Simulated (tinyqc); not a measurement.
Pariser-Parr-Pople SCF with singles CI, for the molecule NC1=Cc2cccnc21 (SMILES; centres numbered as the heavy atoms are written), step by step. One step of it, computed by the program tinyqc.

Task: Iteration 1: Fock matrix. F_rr = H_rr + P_rr gamma_rr / 2 + sum_(s != r) P_ss gamma_rs; F_rs = H_rs - P_rs gamma_rs / 2; E = tr P (H + F) / 2 + core repulsion sum_(r<s) z_r z_s gamma_rs.

P at the start, lower triangle:
```
           1N         2C         3C         4C         5C         6C         7C        8N
1N   1.910634
2C   0.144678   1.755455
3C  -0.345645   0.588521   0.576825
4C   0.087101  -0.190199   0.486844   1.648416
5C   0.124556  -0.100946   0.149581   0.502530   0.178371
6C   0.056745  -0.023834   0.062454   0.118013   0.062532   0.046210
7C   0.024121  -0.005616   0.074885   0.007126   0.054548   0.090946   0.237734
8N   0.004305  -0.036868   0.072353  -0.090574   0.077478   0.211772   0.619116  1.736420
9C  -0.058497   0.116937  -0.284537   0.155111  -0.106877  -0.107886  -0.134640  0.093349

          9C
9C  1.909933
```

core matrix H (eV), lower triangle:
```
            1N          2C          3C          4C          5C          6C          7C          8N
1N  -60.600743
2C   -2.160000  -64.708766
3C    0.000000   -2.300000  -58.465281
4C    0.000000    0.000000   -2.300000  -63.266821
5C    0.000000    0.000000    0.000000   -2.300000  -56.193981
6C    0.000000    0.000000    0.000000    0.000000   -2.300000  -53.667219
7C    0.000000    0.000000    0.000000    0.000000    0.000000   -2.300000  -54.255262
8N    0.000000    0.000000    0.000000    0.000000    0.000000    0.000000   -2.420000  -61.426335
9C    0.000000   -2.300000    0.000000   -2.300000    0.000000    0.000000    0.000000   -2.420000

            9C
9C  -65.574099
```

repulsion gamma_rs (eV), lower triangle:
```
           1N         2C         3C         4C         5C         6C         7C         8N
1N  16.800000
2C   8.280095  11.130000
3C   5.169623   7.552299  11.130000
4C   4.075180   6.089608   7.554309  11.130000
5C   2.964819   4.008224   4.803419   7.553369  11.130000
6C   2.630786   3.369683   3.566288   5.239056   7.553303  11.130000
7C   2.866849   3.566288   3.369022   4.667935   5.237985   7.552299  11.130000
8N   3.842686   4.847374   4.032970   5.297084   4.708818   5.296682   7.729436  12.300000
9C   5.170706   7.555100   6.087728   7.555100   5.239225   4.668336   5.238599   7.728598

           9C
9C  11.130000
```

Centres (angstrom, eV; a flat drawing with bonds scaled to 1.40 angstrom):
```
centre          x          y  core charge z          W   gamma_rr
1N      -2.931000   0.734000              2  25.600000  16.800000
2C      -1.709000   0.050000              1  11.160000  11.130000
3C      -1.329000  -1.298000              1  11.160000  11.130000
4C       0.018000  -0.917000              1  11.160000  11.130000
5C       1.375000  -1.262000              1  11.160000  11.130000
6C       2.352000  -0.259000              1  11.160000  11.130000
7C       1.972000   1.089000              1  11.160000  11.130000
8N       0.615000   1.433000              1  14.100000  12.300000
9C      -0.362000   0.430000              1  11.160000  11.130000
```

Give: F; pi energy.

Result:

F (eV), lower triangle:
```
        1N      2C      3C      4C      5C       6C      7C      8N
1N  -2.436
2C  -2.759  -0.160
3C   0.893  -4.522   0.785
4C  -0.177   0.579  -4.139  -4.933
5C  -0.185   0.202  -0.359  -4.198  -7.501
6C  -0.075   0.040  -0.111  -0.309  -2.536  -10.519
7C  -0.035   0.010  -0.126  -0.017  -0.143   -2.643  -6.846
8N  -0.008   0.089  -0.146   0.240  -0.182   -0.561  -4.813  -6.155
9C   0.151  -2.742   0.866  -2.886   0.280    0.252   0.353  -2.781

        9C
9C  -0.022
```

pi energy = -117.440 eV
